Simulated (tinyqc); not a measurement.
Worked calculation: coupled-perturbed Hartree-Fock on RHF in the sto-3g basis, for BeH2, spin multiplicity 1. One step of it, computed by the program tinyqc.

Task: Iteration 1: building the Fock matrix. J_ij = sum D_kl (ij|kl), K_ij = sum D_kl (ik|jl); F = H + J - 0.5 K; E = tr D H + tr D J / 2 - 0.25 tr D K + E_nn.

D at the start, order 1Be 1s, 1Be 2s, 1Be 2px, 1Be 2py, 1Be 2pz, 2H 1s, 3H 1s:
$$\begin{pmatrix}
2.134994 & -0.495144 & 0.000000 & 0.016498 & 0.000000 & -0.046830 & -0.025131 \\
-0.495144 & 1.757206 & 0.000000 & -0.082219 & 0.000000 & 0.236742 & 0.148536 \\
0.000000 & 0.000000 & 0.000000 & 0.000000 & 0.000000 & 0.000000 & 0.000000 \\
0.016498 & -0.082219 & 0.000000 & 2.062312 & 0.000000 & -0.004746 & 0.062878 \\
0.000000 & 0.000000 & 0.000000 & 0.000000 & 0.000000 & 0.000000 & 0.000000 \\
-0.046830 & 0.236742 & 0.000000 & -0.004746 & 0.000000 & 0.032113 & 0.020395 \\
-0.025131 & 0.148536 & 0.000000 & 0.062878 & 0.000000 & 0.020395 & 0.015068
\end{pmatrix}$$

core Hamiltonian H = T + V (hartree), order 1Be 1s, 1Be 2s, 1Be 2px, 1Be 2py, 1Be 2pz, 2H 1s, 3H 1s:
$$\begin{pmatrix}
-8.604683 & -2.123669 & 0.000000 & -0.002076 & 0.000000 & -0.517066 & -0.419509 \\
-2.123669 & -2.802685 & 0.000000 & -0.011060 & 0.000000 & -1.215318 & -1.085797 \\
0.000000 & 0.000000 & -2.264393 & 0.000000 & 0.000000 & 0.000000 & 0.000000 \\
-0.002076 & -0.011060 & 0.000000 & -2.475800 & 0.000000 & -1.273961 & 1.174404 \\
0.000000 & 0.000000 & 0.000000 & 0.000000 & -2.264393 & 0.000000 & 0.000000 \\
-0.517066 & -1.215318 & 0.000000 & -1.273961 & 0.000000 & -2.164818 & -0.087920 \\
-0.419509 & -1.085797 & 0.000000 & 1.174404 & 0.000000 & -0.087920 & -2.070940
\end{pmatrix}$$

Two-electron integrals (ij|kl) in chemists' order, unique and non-zero (hartree):
```
(11|11) 2.298831    (21|11) 0.392036    (21|21) 0.079539    (22|11) 0.570988
(22|21) 0.143041    (22|22) 0.417683    (31|31) 0.014607    (32|31) 0.021888
(32|32) 0.092265    (33|11) 0.569578    (33|21) 0.143083    (33|22) 0.417589
(33|33) 0.449859    (41|41) 0.014607    (42|41) 0.021888    (42|42) 0.092265
(43|43) 0.024249    (44|11) 0.569578    (44|21) 0.143083    (44|22) 0.417589
(44|33) 0.401360    (44|44) 0.449859    (51|51) 0.014607    (52|51) 0.021888
(52|52) 0.092265    (53|53) 0.024249    (54|54) 0.024249    (55|11) 0.569578
(55|21) 0.143083    (55|22) 0.417589    (55|33) 0.401360    (55|44) 0.401360
(55|55) 0.449859    (61|11) 0.093184    (61|21) 0.018892    (61|22) 0.034236
(61|33) 0.033988    (61|41) 0.001688    (61|42) 0.003164    (61|44) 0.034751
(61|55) 0.033988    (61|61) 0.004710    (62|11) 0.212627    (62|21) 0.053973
(62|22) 0.170019    (62|33) 0.163737    (62|41) 0.007092    (62|42) 0.042304
(62|44) 0.182432    (62|55) 0.163737    (62|61) 0.014174    (62|62) 0.100432
(63|31) 0.005126    (63|32) 0.023552    (63|43) 0.007459    (63|63) 0.009628
(64|11) 0.223403    (64|21) 0.057432    (64|22) 0.189823    (64|33) 0.178580
(64|41) 0.011588    (64|42) 0.066067    (64|44) 0.212116    (64|55) 0.178580
(64|61) 0.015816    (64|62) 0.127920    (64|64) 0.168885    (65|51) 0.005126
(65|52) 0.023552    (65|54) 0.007459    (65|65) 0.009628    (66|11) 0.378051
(66|21) 0.097737    (66|22) 0.343823    (66|33) 0.318833    (66|41) 0.015573
(66|42) 0.118056    (66|44) 0.393533    (66|55) 0.318833    (66|61) 0.026437
(66|62) 0.254516    (66|64) 0.345113    (66|66) 0.774606    (71|11) 0.075525
(71|21) 0.015315    (71|22) 0.027777    (71|33) 0.027582    (71|41) -0.001354
(71|42) -0.002556   (71|44) 0.028183    (71|55) 0.027582    (71|61) 0.003483
(71|62) 0.009700    (71|64) 0.009918    (71|66) 0.017304    (71|71) 0.003092
(72|11) 0.187394    (72|21) 0.047654    (72|22) 0.152133    (72|33) 0.146314
(72|41) -0.006233   (72|42) -0.038603   (72|44) 0.163632    (72|55) 0.146314
(72|61) 0.010557    (72|62) 0.047832    (72|64) 0.048388    (72|66) 0.090016
(72|71) 0.010152    (72|72) 0.083256    (73|31) 0.004321    (73|32) 0.020359
(73|43) -0.006641   (73|63) 0.003543    (73|73) 0.007538    (74|11) -0.202626
(74|21) -0.052148   (74|22) -0.174537   (74|33) -0.164196   (74|41) 0.010104
(74|42) 0.059990    (74|44) -0.195042   (74|55) -0.164196   (74|61) -0.011148
(74|62) -0.050267   (74|64) -0.048970   (74|66) -0.093386   (74|71) -0.011596
(74|72) -0.108526   (74|74) 0.145880    (75|51) 0.004321    (75|52) 0.020359
(75|54) -0.006641   (75|65) 0.003543    (75|75) 0.007538    (76|11) 0.014890
(76|21) 0.003684    (76|22) 0.010405    (76|33) 0.010246    (76|41) -0.000015
(76|42) -0.000113   (76|44) 0.010716    (76|55) 0.010246    (76|61) 0.000883
(76|62) 0.004284    (76|64) 0.004833    (76|66) 0.008833    (76|71) 0.000720
(76|72) 0.003950    (76|74) -0.004624   (76|76) 0.000264    (77|11) 0.354741
(77|21) 0.091817    (77|22) 0.328813    (77|33) 0.305058    (77|41) -0.013921
(77|42) -0.111877   (77|44) 0.376056    (77|55) 0.305058    (77|61) 0.020118
(77|62) 0.096921    (77|64) 0.096959    (77|66) 0.184172    (77|71) 0.020041
(77|72) 0.229644    (77|74) -0.317499   (77|76) 0.008833    (77|77) 0.774606
```

nuclear repulsion = 3.13445189 hartree

Give: Coulomb J; exchange K; Fock matrix F; total energy of this density.

Result:

Coulomb J (hartree), order 1Be 1s, 1Be 2s, 1Be 2px, 1Be 2py, 1Be 2pz, 2H 1s, 3H 1s:
$$\begin{pmatrix}
6.832 & 1.339 & 0.000 & 0.000 & 0.000 & 0.320 & 0.260 \\
1.339 & 2.786 & 0.000 & 0.003 & 0.000 & 1.131 & 1.002 \\
0.000 & 0.000 & 2.745 & 0.000 & 0.000 & 0.000 & 0.000 \\
0.000 & 0.003 & 0.000 & 2.858 & 0.000 & 1.259 & -1.143 \\
0.000 & 0.000 & 0.000 & 0.000 & 2.745 & 0.000 & 0.000 \\
0.320 & 1.131 & 0.000 & 1.259 & 0.000 & 2.264 & 0.071 \\
0.260 & 1.002 & 0.000 & -1.143 & 0.000 & 0.071 & 2.126
\end{pmatrix}$$

exchange K (hartree), order 1Be 1s, 1Be 2s, 1Be 2px, 1Be 2py, 1Be 2pz, 2H 1s, 3H 1s:
$$\begin{pmatrix}
4.691 & 0.828 & 0.000 & -0.001 & 0.000 & 0.213 & 0.175 \\
0.828 & 1.072 & 0.000 & -0.002 & 0.000 & 0.534 & 0.467 \\
0.000 & 0.000 & 0.238 & 0.000 & 0.000 & 0.000 & 0.000 \\
-0.001 & -0.002 & 0.000 & 1.126 & 0.000 & 0.544 & -0.477 \\
0.000 & 0.000 & 0.000 & 0.000 & 0.238 & 0.000 & 0.000 \\
0.213 & 0.534 & 0.000 & 0.544 & 0.000 & 0.642 & 0.027 \\
0.175 & 0.467 & 0.000 & -0.477 & 0.000 & 0.027 & 0.502
\end{pmatrix}$$

Fock matrix F (hartree), order 1Be 1s, 1Be 2s, 1Be 2px, 1Be 2py, 1Be 2pz, 2H 1s, 3H 1s:
$$\begin{pmatrix}
-4.118 & -1.198 & 0.000 & -0.002 & 0.000 & -0.303 & -0.247 \\
-1.198 & -0.552 & 0.000 & -0.007 & 0.000 & -0.351 & -0.317 \\
0.000 & 0.000 & 0.362 & 0.000 & 0.000 & 0.000 & 0.000 \\
-0.002 & -0.007 & 0.000 & -0.180 & 0.000 & -0.288 & 0.270 \\
0.000 & 0.000 & 0.000 & 0.000 & 0.362 & 0.000 & 0.000 \\
-0.303 & -0.351 & 0.000 & -0.288 & 0.000 & -0.222 & -0.030 \\
-0.247 & -0.317 & 0.000 & 0.270 & 0.000 & -0.030 & -0.196
\end{pmatrix}$$

total energy of this density = -14.97100 hartree
